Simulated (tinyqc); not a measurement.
# Floating body of a partially depleted SOI transistor: body voltage and kink: output curve and kink

Source at 0 V. Channel current Ic = 2 nf K Vt^2 [F(0) - F(Vd)](1 + la Vd), F(V) = ln^2(1 + exp((Vg - VT - nf V)/(2 nf Vt))), VT = VT0 - gb Vb. Saturation voltage Vs = 2 Vt sqrt(F(0)) + 3 Vt, excess Ve = (Vd - Vs + sqrt((Vd - Vs)^2 + 0.0004 V^2))/2, multiplication M1 = Ai Ve exp(-Bl/Ve). Each junction passes D(v) = J1 (exp(v/Vt) - 1) + J2 (exp(v/(2 Vt)) - 1). Bipolar current Ib = bb J1 (exp(Vb/Vt) - 1). The body settles where M1 (Ic + Ib) = D(Vb) + D(Vb - Vd) + Vb/Rb; drain current Id = (1 + M1)(Ic + Ib) - D(Vb - Vd).

Rows with more than one solution for Vb (latch) are left out; dId/dVd by a forward difference over 1e-4 V, swing = 1e-4 V over the change of log10 Id; M1 under 1e-12 is printed as 0.

Values chosen for this exercise; values of the order met in partially depleted silicon-on-insulator transistors: temperature T = 330 K; threshold at zero body voltage VT0 = 0.35 V; fall of the threshold per volt of body voltage gb = 0.24; slope factor nf = 1.46; gain factor per width K = 100 uA/(V^2 um); channel-length modulation factor la = 0.09 1/V; impact-ionisation prefactor Ai = 1.11 1/V; impact-ionisation voltage Bl = 4.4 V; diffusion saturation current of each junction J1 = 2.2e-11 uA/um; recombination saturation current of each junction J2 = 2.2e-8 uA/um; gain of the lateral bipolar transistor on the diffusion current bb = 3; resistance of a weak body tie to the source (1e9 stands for no tie, and the term is then dropped) Rb = 1e9 kohm um; gate voltage Vg = 0.25 V.

Constants: q = 1.602176634e-19 C, kB = 1.380649e-23 J/K, Vt = kB T/q. Results are converted to the units shown.

Output curve and kink:

| Vd (V) | Vb (V) | M1 | Id, floating (uA/um) | Id, grounded (uA/um) | ratio | dId/dVd, floating (uS/um) | dId/dVd, grounded (uS/um) |
|---|---|---|---|---|---|---|---|
| 0.6 | 0.2915 | 6.160e-5 | 0.06954 | 0.01712 | 4.061 | 0.3840 | 0.001490 |
| 0.8 | 0.4352 | 0.001092 | 0.1318 | 0.01744 | 7.555 | 0.2491 | 0.001726 |
| 1 | 0.4991 | 0.006067 | 0.1766 | 0.01784 | 9.901 | 0.2126 | 0.002344 |
| 1.2 | 0.5395 | 0.01893 | 0.2211 | 0.01840 | 12.01 | 0.2422 | 0.003324 |
| 1.4 | 0.5694 | 0.04279 | 0.2781 | 0.01919 | 14.50 | 0.3423 | 0.004550 |
| 1.6 | 0.5942 | 0.07934 | 0.3660 | 0.02023 | 18.09 | 0.5660 | 0.005909 |
| 1.8 | 0.6173 | 0.1291 | 0.5244 | 0.02155 | 24.33 | 1.104 | 0.007319 |
| 2 | 0.6419 | 0.1917 | 0.8812 | 0.02316 | 38.05 | 2.858 | 0.008728 |
| 2.2 | 0.6761 | 0.2661 | 2.233 | 0.02504 | 89.19 | 15.69 | 0.01011 |

Vb rises from 0.292 to 0.676 V and the ratio of the currents rises from 4.06 to 89.2. The output conductance with a floating body exceeds the grounded value by the largest factor among the rows, 1550, at Vd = 2.2 V, where Vb = 0.676 V and M1 = 0.266.

Range of the model: The multiplication law is an empirical form chosen for the exercise; self-heating and capacitive coupling to the body are left out, and the linear laws are rough once Vb passes about 0.7 V or M1 about 0.1.

tinyqc, about 0.2 s, one thread, Intel Xeon 2.30GHz (shared host): `OMP_NUM_THREADS=1 python tinyqc.py 2182170 2182171 out.jsonl`
